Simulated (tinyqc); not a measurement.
# Inputs raised by 5 %, one at a time

Model: Heisenberg magnet: exchange from energy differences, ordering vector, linear spin waves and ordering temperature. Computed by tinyqc, a small Python program. Command: `OMP_NUM_THREADS=1 python tinyqc.py 3027895 3027896 out.jsonl magnon sens`. One thread of a shared host (Intel(R) Xeon(R) Processor @ 2.30GHz), about 0.2 s of CPU time with the checks.

H = -sum over pairs <ij> J_ij S_i.S_j - K sum_i (S_i^z)^2, each pair once, J > 0 ferromagnetic. First neighbours: 8 at a (0.5, 0.5, 0.5), second: 6 at a (1, 0, 0), with all permutations and signs.

Inputs (values chosen for the exercise, for a model magnet):
```
quantity                 value      unit
exchange J1              -3.83       meV
exchange J2              -0.53       meV
spin S                       2         -
single-ion anisotropy K   0.12       meV
lattice constant a        4.26  angstrom
mesh divisions n            16         -
```

Lattice: bcc. Order: Neel (nearest neighbours antiparallel).

wave vector q (2 pi/a): 0.41  0.1  0.22

Constants: h x 1 THz = 4.135667696 meV; k_B = 8.617333262e-05 eV/K.

Method:
- J(q) = J1 g1(q) + J2 g2(q), g_s(q) = sum over shell s of cos(q.R).
- g_s(q) = sum over shell s of cos(q.R), z1 = g1(0). A(q) = S [-J1 g1(0) + J2 (g2(0) - g2(q))] + (2S - 1) K, B(q) = S J1 g1(q), E(q) = sqrt(A^2 - B^2). The factor 2S - 1 removes the anisotropy for S = 1/2.
- sum R_x^2 over the shells is s1 = 2 a^2 and s2 = 2 a^2. Without K, E = c q with c = S sqrt(z1 |J1| (|J1| s1 + J2 s2)); the gap is E(0) = sqrt(k (k + 2 S z1 |J1|)), k = (2S - 1) K.
- Mesh: q = sum_i (m_i + 1/2)/n b_i, m_i = 0..n-1, b = [[0, 1, 1], [1, 0, 1], [1, 1, 0]] in 2 pi/a; <..> is the mean over the mesh.
- K left out. Mean field: k_B T = S (S + 1) J(Q)/3 at the ordering vector Q; random-phase (Tyablikov): k_B T = [S (S + 1)/3] / <1/(J(Q) - J(q))>; Curie-Weiss theta = S (S + 1) J(0)/(3 k_B).

Runs:
```
input moved                     from       to  E(q) (meV)  spin-wave velocity c (meV angstrom)  gap (meV)  random-phase ordering temperature (K)
base run                           -        -      54.173                               121.16     6.6522                                 459.32
exchange J1 (meV)              -3.83  -4.0215      57.173                               127.70     6.8160                                 485.64
exchange J2 (meV)              -0.53  -0.5565      53.863                               120.67     6.6522                                 455.96
spin S                             2      2.1      56.887                               127.22     7.0401                                 498.36
single-ion anisotropy K (meV)   0.12    0.126      54.191                               121.16     6.8169                                 459.32
lattice constant a (angstrom)   4.26    4.473      54.173                               127.22     6.6522                                 459.32
```

Exponents ln(y'/y) / ln(x'/x):
```
input                      E(q)  spin-wave velocity c    gap  random-phase ordering temperature
exchange J1               1.105                 1.078  0.499                              1.142
exchange J2              -0.118                -0.083  0.000                             -0.151
spin S                    1.002                 1.000  1.162                              1.672
single-ion anisotropy K   0.007                 0.000  0.502                              0.000
lattice constant a        0.000                 1.000  0.000                              0.000
```

To which inputs is each result most sensitive?

Among the inputs moved here: E(q) answers most in size to exchange J1 (exponent +1.105), next to spin S (+1.002); its exponent is below 0.0005 for lattice constant a. Spin-wave velocity c answers most in size to exchange J1 (exponent +1.078), next to spin S (+1.000); its exponent is below 0.0005 for single-ion anisotropy K. Its exponent +1.000 in spin S: linear spin waves scale with S. Its exponent +1.000 in lattice constant a: c carries one power of R. gap answers most in size to spin S (exponent +1.162), next to single-ion anisotropy K (+0.502); its exponent is below 0.0005 for exchange J2, lattice constant a. Its exponent +0.502 in single-ion anisotropy K: the gap of an antiferromagnet is the root of anisotropy times exchange. Random-phase ordering temperature answers most in size to spin S (exponent +1.672), next to exchange J1 (+1.142); its exponent is below 0.0005 for single-ion anisotropy K, lattice constant a.
